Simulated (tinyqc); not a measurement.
Inputs raised by 10 %, one at a time: a particle near a wafer in liquid: double-layer and van der Waals forces (DLVO), deposition barrier and removal. Computed by tinyqc, a small Python program. Command: `OMP_NUM_THREADS=1 python tinyqc.py 3113078 3113079 out.jsonl dlvo sens`. One thread of a shared host (Intel(R) Xeon(R) Processor @ 2.30GHz), about 0.01 s of CPU time with the checks.

Sphere and flat wall, Derjaguin approximation, constant potentials in the linear-superposition form, no retardation and no hydration force.

Inputs (values chosen for the exercise, of the order of those for silicon nitride on silicon in water): particle radius R = 410 nm; Hamaker constant A = 2.8e-20 J; potential of the particle psi_1 = -33 mV; potential of the wafer psi_2 = -59 mV; salt concentration c = 0.011 mol/L; valence z of the symmetric salt = 2; temperature T = 343 K; dielectric constant of the liquid = 63.7; contact distance h0 = 0.4 nm; contact radius over R = 0.18; viscosity = 0.59 mPa s.

Constants: e = 1.602176634e-19 C; N_A = 6.02214076e+23 1/mol; eps_0 = 8.8541878128e-12 F/m; k_B = 1.380649e-23 J/K; k_B = 8.617333262e-05 eV/K.

Method:
- kappa^2 = 2 z^2 e^2 N_A (1000 c)/(eps eps_0 k_B T); gamma_i = tanh(z e psi_i/(4 k_B T)); Z = 64 pi eps eps_0 (k_B T/(z e))^2 gamma_1 gamma_2.
- U(h) = Z R exp(-kappa h) - A R/(6 h); F(h) = -dU/dh = kappa Z R exp(-kappa h) - A R/(6 h^2), positive for repulsion.
- F = 0 reads x^2 exp(-x) = y with x = kappa h and y = A kappa/(6 Z); the left side peaks at x = 2 with 4/e^2 = 0.5413, so roots exist for smaller y: x < 2 is the barrier, x > 2 the secondary minimum.
- The barrier height is zero when U = 0 and F = 0 together: kappa h = 1 and kappa = 6 Z/(e A), e = 2.718282 here; c follows from kappa^2, with the potentials held fixed.
- Adhesion F_a = A R/(6 h0^2) [1 + a^2/(R h0)] - kappa Z R exp(-kappa h0), a the contact radius. Drag in a shear flow F_d = 1.7 x 6 pi mu R^2 G, acting at 1.4 R; rolling starts when 1.4 R F_d = a F_a. Wall shear stress = mu G.

Runs; columns: (1) input moved; (2) from; (3) to; (4) critical concentration (mol/L); (5) net adhesion F_a (pN); (6) wall shear stress for rolling (Pa); (7) energy at the secondary minimum (k_B T):
```
(1)                                       (2)       (3)       (4)         (5)    (6)      (7)
base run                                    -         -  0.012233  4.0699e+05   9714  -57.516
particle radius R (nm)                    410       451  0.012233  4.9138e+05   9693  -63.267
Hamaker constant A (J)                2.8e-20  3.08e-20  0.010110  4.4790e+05  10691  -65.703
potential of the particle psi_1 (mV)      -33     -36.3  0.014257  4.0683e+05   9710  -55.917
potential of the wafer psi_2 (mV)         -59     -64.9  0.013518  4.0689e+05   9712  -56.457
salt concentration c (mol/L)            0.011    0.0121  0.012233  4.0692e+05   9713  -61.448
contact distance h0 (nm)                  0.4      0.44  0.012233  3.0622e+05   7309  -57.516
```

Exponents ln(y'/y) / ln(x'/x):
```
input                            critical concentration  net adhesion F_a  wall shear stress for rolling  energy at the secondary minimum
particle radius R                                 0.000             1.977                         -0.023                            1.000
Hamaker constant A                               -2.000             1.005                          1.005                            1.396
potential of the particle psi_1                   1.606            -0.004                         -0.004                           -0.296
potential of the wafer psi_2                      1.048            -0.003                         -0.003                           -0.195
salt concentration c                              0.000            -0.002                         -0.002                            0.694
contact distance h0                               0.000            -2.985                         -2.985                            0.000
```

Among the inputs moved here: critical concentration answers most in size to Hamaker constant A (exponent -2.000), next to potential of the particle psi_1 (+1.606); its exponent is below 0.0005 for particle radius R, salt concentration c, contact distance h0. Its exponent -2.000 in Hamaker constant A: critical kappa goes as 1/A. net adhesion F_a answers most in size to contact distance h0 (exponent -2.985), next to particle radius R (+1.977). Wall shear stress for rolling answers most in size to contact distance h0 (exponent -2.985), next to Hamaker constant A (+1.005). Its exponent -0.023 in particle radius R: the flattened contact adds adhesion as R^2. Energy at the secondary minimum answers most in size to Hamaker constant A (exponent +1.396), next to particle radius R (+1.000); its exponent is below 0.0005 for contact distance h0.

Extremes, crossings and ranges named in words are read from the listed rows.
